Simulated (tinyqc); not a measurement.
Single-junction solar cell, detailed-balance limit: one step of the calculation.

Every photon above the gap Eg makes one pair and none below is absorbed; carriers thermalise at T and move without loss. Jsc = q fs X Phi(Eg, Ts); the dark current is J0 = q ge Phi(Eg, T)/ERE with the Boltzmann factor exp(V/Vt). The efficiency is the electrical power over fs X sigma Ts^4.

Task. Voltages, fill factor and efficiency. Voc = Vt ln(1 + Jsc/J0), Vmp = v Vt, Jmp = Jsc - J0 (exp(v) - 1), FF = Vmp Jmp/(Voc Jsc), efficiency Vmp Jmp/Pin.

Parameters, values chosen for the exercise: cell temperature T = 350 K; external radiative efficiency ERE = 0.0001; band gap Eg = 0.82 eV.

Constants: q = 1.602176634e-19 C, kB = 1.380649e-23 J/K, Vt = kB T/q. Results are converted to the units shown.

v = 7.3332368
Jsc = 137.31399 mA/cm^2
J0 = 0.010768391 mA/cm^2
Pin = 294.07469 mW/cm^2

Find: Voc; Eg/q - Voc; Vmp; Jmp; FF; efficiency.

Result.

Voc = 0.28512 V
Eg/q - Voc = 0.53488 V
Vmp = 0.22118 V
Jmp = 120.85 mA/cm^2
FF = 0.68268
efficiency = 9.0889 %

Of the voltage deficit, Vt ln(1/ERE) = 278 mV is due to non-radiative recombination.

Numbers from tinyqc (`OMP_NUM_THREADS=1 python tinyqc.py 2820007 2820008 out.jsonl`; about 0.01 s on one thread of a shared Intel Xeon 2.30GHz).
